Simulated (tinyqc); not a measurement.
From results back to parameters: inversion layer as a triangular well, valleys of the Si type. Two cases, with inputs chosen for the exercise.

Problem. The spacing of the two lowest levels of one ladder was computed from a hidden sheet density Ns.

The field is taken as constant, e F = 4 pi (e^2/4 pi eps0)(Nd + eta Ns)/eps, with 1e12/cm^2 = 1e-4/angstrom^2, and the oxide as a hard wall at z = 0; c = hbar^2/2m0.

Level j of a valley lies at E_j = a_j (c (e F)^2/m_z)^(1/3) above the band edge at the surface, with the Airy zeros a_j = 2.338107, 4.087949, 5.520560, 6.786708, 7.944134, 9.022651, 10.040174, 11.008524, 11.936016, 12.828777, and has <z> = 2 E_j/(3 e F).

Constants: hbar^2/2m0 = 3.80998211 eV angstrom^2; e^2/(4 pi eps0) = 14.39964547 eV angstrom.

Case 1.

Values chosen (near those of Si; the results hold for these values, not for the real material):
- m_z = 0.9 m0 (confinement mass)
- eps = 11.6 (dielectric constant)
- Nd = 0.95 x 1e12/cm^2 (depletion charge)
- eta = 0.5 (share of Ns in the effective field)

E_1 - E_0 = 56.3391 meV

Case 2.

Values chosen (near those of Si; the results hold for these values, not for the real material):
- m_z = 0.2554 m0 (confinement mass)
- eps = 11.9 (dielectric constant)
- Nd = 2.4 x 1e12/cm^2 (depletion charge)
- eta = 0.5 (share of Ns in the effective field)

E_1 - E_0 = 122.4005 meV

Find: F; Ns.

Solution. e F = sqrt(m_z/c) [(E_1 - E_0)/(a_1 - a_0)]^(3/2), with a_0 and a_1 the first two zeros; then Ns = (eps e F/(4 pi e^2/4 pi eps0) - Nd)/eta.

Case 1.

F = 0.2808 MV/cm
Ns = 1.70 x 1e12/cm^2

Case 2.

F = 0.4790 MV/cm
Ns = 1.50 x 1e12/cm^2

Computed by tinyqc, one run a case: `OMP_NUM_THREADS=1 python tinyqc.py N N+1 out.jsonl` with N = 1282748, 1282784; one thread of a shared Intel(R) Xeon(R) Processor @ 2.30GHz, about 0.02 s a run at most.
